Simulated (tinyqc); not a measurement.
Worked calculation: domain walls in a thin film with perpendicular anisotropy: Bloch, Neel and chiral walls, motion and stripe domains. Computed by tinyqc, a small Python program that keeps every step. Command: `OMP_NUM_THREADS=1 python tinyqc.py 3000972 3000973 out.jsonl mwall walk`. One thread of a shared host (Intel(R) Xeon(R) Processor @ 2.30GHz), about 0.01 s of CPU time with the checks. Intermediate numbers are printed to about 5 digits and carried at full precision; extremes and crossings named in words are read from the listed rows.

One-dimensional wall: polar angle theta(x), azimuth phi of the moment in the wall (phi = 0 Neel, 90 degrees Bloch). mu_0 = 1.25663706212e-6 T m/A, gamma = 1.76085963023e11 rad/(s T).

Inputs (values chosen for the exercise, for a model film):
```
quantity,value,unit
saturation magnetisation M_s,1160,kA/m
exchange stiffness A,20,pJ/m
uniaxial anisotropy K_u,1560,kJ/m^3
DMI constant D,0.86,mJ/m^2
thickness t,2.7,nm
damping alpha,0.021,-
field mu_0 H_z,29,mT
```

Drive: magnetic field.

## Width and energy of the Bloch wall

K_eff = K_u - mu_0 M_s^2/2; Delta = sqrt(A/K_eff); sigma_0 = 4 sqrt(A K_eff); profile theta = 2 arctan exp(x/Delta); quality factor Q = 2 K_u/(mu_0 M_s^2).

K_eff = 714.53 kJ/m^3

width parameter Delta = 5.2906 nm

sigma_0 = 15.121 mJ/m^2

quality factor Q = 1.8451

## Bloch or Neel

sigma(phi) = sigma_0 + 2 Delta K_D cos^2(phi) - pi D cos(phi), with the wall shape anisotropy K_D = N_x mu_0 M_s^2/2, N_x = t ln 2/(pi Delta). The minimum has cos(phi) = D/D_N for D < D_N = 4 Delta K_D/pi and phi = 0 beyond; sigma turns negative at D_c = (sigma_0 + 2 Delta K_D)/pi.

K_D = 95.199 kJ/m^3

D_N = 0.64128 mJ/m^2

azimuth phi = 0 degrees

wall energy sigma = 13.427 mJ/m^2

D_c = 5.1339 mJ/m^2

A pure chiral Neel wall. D is 0.17 of D_c. Caution: the formula for N_x assumes a film much thinner than the wall width.

## Walker breakdown

Field drive: steady motion v = gamma Delta B/alpha needs B = (alpha/2) [2 B_D sin(phi) - B_K sin(2 phi)] in size, B_K = 2 K_D/M_s, B_D = pi D/(2 M_s Delta), with phi moving from its rest value; the Walker field B_W is the largest value of |B_D sin(phi) - (B_K/2) sin(2 phi)| times alpha, reached at cos(phi) = [d - sqrt(d^2 + 8)]/4, d = B_D/B_K. Far above B_W/alpha, v = gamma Delta B alpha/(1 + alpha^2); this is used for all B above B_W.

B_K = 164.14 mT

B_D = 220.12 mT

Walker field B_W = 5.5132 mT

velocity at B_W = 244.58 m/s

velocity at B = 0.56709 m/s

B is above B_W: the wall moment precesses, and the far-field formula is used. Without D, B_W would be alpha B_K/2 = 1.72 mT, so D raises it 3.2 times. Caution: below about 3 B_W/alpha the mean velocity lies above the far-field formula, by a factor of roughly 1 + (B_W/(alpha B))^2/2.

## Stripe domains

Dipolar length l = sigma/(mu_0 M_s^2); for t much smaller than the period the domain width is w = 0.955 t exp(pi l/t) (Kaplan and Gehring), given as log10 of w in nm.

dipolar length l = 7.9405 nm

log10 of the domain width in nm = 4.4239

Equilibrium domains are about 27000 nm wide.

## Raising D

The formulas are those given above.

Wall against D; the last column is the Kaplan-Gehring width, log10[0.955 t exp(pi sigma/(mu_0 M_s^2 t))/nm], with a dash where it falls below 10 Delta and the formula fails:
```
D (mJ/m^2),phi (degrees),sigma (mJ/m^2),sigma/sigma_0,log10 domain width
0.13,78.304,15.080,0.99726,4.9179
0.32,60.066,14.870,0.98341,4.8553
0.51,37.317,14.484,0.95787,4.7399
1.00,0.000,12.987,0.85886,4.2924
2.10,0.000,9.531,0.63032,3.2597
3.10,0.000,6.390,0.42256,2.3209
4.10,0.000,3.248,0.21480,-
4.60,0.000,1.677,0.11092,-
```

D_N is 12 % of D_c, so a small D fixes the chirality long before it lowers the energy much. Beyond D_N sigma falls by pi per unit of D, and the domain width, which has sigma in an exponent, drops by 2.6 decades over the valid rows (values above 6 mean a single domain in any device).

Checks made by the program: sigma_0 against the integral over the profile (relative difference below 1e-10); B_W against a scan of phi (relative difference below 1e-10).
